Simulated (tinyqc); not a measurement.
# Changing the contact height h_c

Model: chemical-mechanical planarisation: Preston law, pattern density and step-height reduction. Computed by tinyqc, a small Python program. Command: `OMP_NUM_THREADS=1 python tinyqc.py 3009373 3009374 out.jsonl cmp sweep`. One thread of a shared host (Intel(R) Xeon(R) Processor @ 2.30GHz), about 0.02 s of CPU time with the checks.

A row of 12 cells, repeated periodically, holds raised features that cover a share rho of each cell.

Inputs (values chosen for the exercise, close to those used for oxide polishing):
```
quantity                          value  unit
Preston coefficient K           7.8e-14  1/Pa
pressure P                           35   kPa
platen and carrier speed            110   rpm
distance between the centres         19    cm
initial step height h0              640    nm
film above the raised areas z0      970    nm
cell size                           1.9    mm
planarisation length                5.1    mm
polish time t                        72     s
```

local pattern densities, cell by cell: 0.25  0.7  0.2  0.1  0.4  0.6  0.5  0.7  0.8  0.1  0.6  0.7

Method:
- With equal rotation speeds the relative speed is uniform, v = omega r_c; Preston rate R0 = K P v.
- The stiff pad averages the density: rho_eff(i) = sum_j w_ij rho_j / sum_j w_ij, w = exp(-2 d^2/L^2), L the planarisation length and d the distance between cell centres, summed over all periodic images of cell j.
- While h > h_c only raised areas polish, at R0/rho_eff, until t_c = rho_eff (h0 - h_c)/R0. After that h = h_c exp(-(t - t_c)/tau), tau = rho_eff h_c/R0; low areas polish at R0 (1 - h/h_c) and raised areas at R0 [1 + (1 - rho_eff) h/(rho_eff h_c)]. Removed from raised areas after t_c: h0 - h_c + R0 (t - t_c) + (1 - rho_eff)(h_c - h); from low areas: R0 (t - t_c) - rho_eff (h_c - h). Film left = z0 less the removal from raised areas.

One run for each value; columns: (1) contact height h_c (nm); (2) largest remaining step (nm); (3) range of film left across the row (nm); (4) thinnest film left (nm):
```
(1)         (2)     (3)     (4)
19   9.9076e-02  179.87  101.91
71   8.3617e+00  183.20  101.91
120  2.2501e+01  188.83  101.98
180  4.2253e+01  196.05  102.73
280  7.7167e+01  205.60  107.25
330  9.5015e+01  208.84  111.22
380  1.1300e+02  211.10  116.20
```

Give the missing row, contact height h_c (nm) = 230.

Computed row; columns: (1) contact height h_c (nm); (2) largest remaining step (nm); (3) range of film left across the row (nm); (4) thinnest film left (nm):
```
(1)         (2)     (3)     (4)
230  5.9529e+01  201.33  104.41
```

Interpolating between the two neighbouring rows (the first column on a logarithmic scale, the others too where they are positive) misses most in largest remaining step (nm), by 0.86 %. Over the rows, largest remaining step (nm) rises from 0.0991 to 113 (exponent d ln y / d ln x 3.4 between the first rows and 1.2 between the last); range of film left across the row (nm) rises from 180 to 211 (exponent d ln y / d ln x 0.014 between the first rows and 0.076 between the last); thinnest film left (nm) rises from 102 to 116. A softer pad (larger h_c) touches the low areas sooner, so steps linger.

Extremes, crossings and ranges named in words are read from the listed rows.
